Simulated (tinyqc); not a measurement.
Inputs raised by 10 %, one at a time: Holstein polaron on two sites. Computed by tinyqc, a small Python program. Command: `OMP_NUM_THREADS=1 python tinyqc.py 3028382 3028383 out.jsonl holstein sens`. One thread of a shared host (Intel(R) Xeon(R) Processor @ 2.30GHz), about 0.01 s of CPU time with the checks.

One electron on sites 1 and 2: H = -t (c1+ c2 + c2+ c1) + hbar omega sum_i b_i+ b_i - g hbar omega sum_i n_i (b_i + b_i+). The symmetric phonon shifts the energy by -g^2 hbar omega/2 and drops out; with b = (b_1 - b_2)/sqrt(2) there remains H = -t sigma_x + hbar omega b+ b - (g hbar omega/sqrt(2)) sigma_z (b + b+). Parity splits it into blocks p = +1 and -1 over phonon numbers n. Zero-point energies are left out. Weights Z refer to mode b alone; the displaced symmetric mode multiplies the full zero-phonon weight by exp(-g^2/2).

Inputs (values chosen for the exercise, for a model dimer): hopping t = 29 meV; phonon energy hbar omega = 21.9 meV; coupling g = 1.09.

Method. Block p: H_nn = n hbar omega - p t (-1)^n - g^2 hbar omega/2, H_(n,n+1) = -(g hbar omega/sqrt(2)) sqrt(n + 1). Use 60 levels in both blocks; Z = c_0^2 is the weight of n = 0 in the ground state c; the splitting is the lowest odd level less the lowest even one, which without coupling is the smaller of 2t and hbar omega; <sigma_x> = sum (-1)^n c_n^2 measures the kinetic energy.

Runs:
```
input moved,from,to,weight Z of n = 0 in mode b,splitting (meV),mean phonon number in b,<sigma_x>
base run,-,-,0.92563,12.649,0.09641,0.88944
hopping t (meV),29,31.9,0.93559,13.302,0.08326,0.90421
phonon energy hbar omega (meV),21.9,24.09,0.91463,13.181,0.11098,0.87310
coupling g,1.09,1.199,0.89943,11.099,0.13691,0.85936
```

Exponents ln(y'/y) / ln(x'/x):
```
input,weight Z of n = 0 in mode b,splitting,mean phonon number in b,<sigma_x>
hopping t,0.112,0.529,-1.539,0.173
phonon energy hbar omega,-0.125,0.432,1.477,-0.194
coupling g,-0.301,-1.372,3.680,-0.361
```

Among the inputs moved here: weight Z of n = 0 in mode b answers most in size to coupling g (exponent -0.301), next to phonon energy hbar omega (-0.125). Splitting answers most in size to coupling g (exponent -1.372), next to hopping t (+0.529). Mean phonon number in b answers most in size to coupling g (exponent +3.680), next to hopping t (-1.539). <sigma_x> answers most in size to coupling g (exponent -0.361), next to phonon energy hbar omega (-0.194).

Caution (all rows): with hbar omega below 2t the lowest odd level starts as a one-phonon state, so the splitting here is a softened phonon and not a narrowed hopping.

Extremes, crossings and ranges named in words are read from the listed rows.
